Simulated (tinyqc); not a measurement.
What each parameter does: alloy A(1-x)B(x) by interpolation with bowing.

Each gap follows E(x) = (1 - x) E_A + x E_B - C x (1 - x); the lattice constant follows Vegard, a(x) = (1 - x) a_A + x a_B.

Mass at Gamma from the Kane formula 1/m = F + Ep (Eg + 2 Dso/3)/(Eg (Eg + Dso)). F is fixed by the masses of A and B and interpolated linearly, as is Ep; Eg and Dso carry their bowing.

Parameters, chosen for this exercise (A near AlAs, B near GaAs; shifted at random, so the results belong to these values and not to a real crystal):
- Eg = (3.099, 1.501) eV (gap at Gamma to the s-like level of A, B)
- EgX = (2.211, 1.986) eV (gap to the lowest valley along Gamma-X of A, B)
- EgL = (2.435, 1.834) eV (gap to L of A, B)
- C = (0.418, 0.052, 0) eV (bowing of the Gamma, X and L gaps)
- x = 0.84 (fraction of B)
- Dso = (0.282, 0.341) eV (spin-orbit splitting of A, B)
- Ep = (21.2, 26) eV (Kane energy of A, B)
- me = (0.1493, 0.0675) m0 (electron mass at Gamma of A, B)
- Cs = 0 eV (bowing of Dso)

Gaps at x and the Kane mass.

One parameter was then changed.

Results before and after:
```
case,Gamma (eV),X (eV),L (eV),mass (m0)
base,1.7005,2.0150,1.9302,0.0779
changed,1.7253,2.0150,1.9302,0.0788
```

Which of these changes was made? (a) Cs = 0.05 eV; (b) x = 0.88; (c) Eg = (3.254, 1.501) eV; (d) EgX = (2.211, 1.887) eV; (e) C = (0.518, 0.152, 0.1) eV; (f) Ep = (23.3, 28.6) eV; (g) EgL = (2.313, 1.834) eV.

Answer: (c) Eg = (3.254, 1.501) eV. Of the candidates, run in turn, only this one gives the changed row.

All candidates:
```
case,Gamma (eV),X (eV),L (eV),mass (m0)
base,1.7005,2.0150,1.9302,0.0779
x = 0.88,1.6486,2.0075,1.9061,0.0752
"C = (0.518, 0.152, 0.1) eV",1.6871,2.0016,1.9167,0.0773
"Eg = (3.254, 1.501) eV",1.7253,2.0150,1.9302,0.0788
"EgX = (2.211, 1.887) eV",1.7005,1.9319,1.9302,0.0779
"EgL = (2.313, 1.834) eV",1.7005,2.0150,1.9106,0.0779
"Ep = (23.3, 28.6) eV",1.7005,2.0150,1.9302,0.0784
Cs = 0.05 eV,1.7005,2.0150,1.9302,0.0779
```

Run: tinyqc, `OMP_NUM_THREADS=1 python tinyqc.py 1081135 1081136 out.jsonl`; Intel(R) Xeon(R) Processor @ 2.30GHz, one thread, shared host; about 0.01 s of CPU time with all checks.
